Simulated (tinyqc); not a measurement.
Spin coating of a resist or spin-on film: centrifugal thinning, evaporation and the final thickness (Emslie and Meyerhofer models). From dry film, estimate back to solids volume fraction c0. Computed by tinyqc, a small Python program. Command: `OMP_NUM_THREADS=1 python tinyqc.py 3112143 3112144 out.jsonl spincoat inv`. One thread of a shared host (Intel(R) Xeon(R) Processor @ 2.30GHz), about 0.2 s of CPU time with the checks.

A Newtonian film stays uniform over the wafer; solvent and solids have the same density and the concentration is uniform through the thickness.

Inputs (values chosen for the exercise, of the order of those of a polymer resist in an ester solvent):
```
quantity,value,unit
kinematic viscosity of the solvent nu_s,1.9,mm^2/s
viscosity constant k,2200,mm^2/s
viscosity exponent gamma,2.6,-
spin speed f,5000,rpm
evaporation rate at 1000 rpm e0,0.21,micrometre/s
wafer radius R,50,mm
```

Method:
- omega = 2 pi f/60; nu(c) = nu_s + k c^gamma; evaporation rate e = e0 sqrt(f/1000 rpm).
- Flow constant K = 2 omega^2/(3 nu(c0)); Reynolds number of the air omega R^2/nu_air with nu_air = 15 mm^2/s.
- Meyerhofer estimate: flow rules until (1 - c0) K h^3 = e, then evaporation alone: h_w = (e/((1 - c0) K))^(1/3), dry film c0 h_w.

Task: A run gave the result below. Find the solids volume fraction c0, known to lie between 0.15 and 0.3.

dry film, estimate = 847.8263 nm

Result:

Each step takes the trial c = (a f_b - b f_a)/(f_b - f_a), f being the result less the target and a, b, c the logarithms of the listed values; c replaces end b, the old b replaces a if the sign of f changed, and otherwise f_a is halved.

Scan of the range:
```
solids volume fraction c0,"dry film, estimate (nm)"
0.150,565.83
0.168,697.67
0.189,870.31
0.212,1082.96
0.238,1353.62
0.267,1694.40
0.300,2133.86
```

False position (Illinois rule, in the logarithm of the input) inside the bracket:
```
step,end a,end b,trial,"dry film, estimate (nm)"
1,0.168000,0.189000,0.186123,845.451
2,0.189000,0.186123,0.186396,847.793
3,0.189000,0.186396,0.186404,847.858
4,0.186396,0.186404,0.186400,847.826
```

dry film, estimate rises at every point of a 13-point scan of the range (every second point is shown), so one value fits; it is bracketed by 0.168 and 0.189. Answer: solids volume fraction c0 = 0.1864.
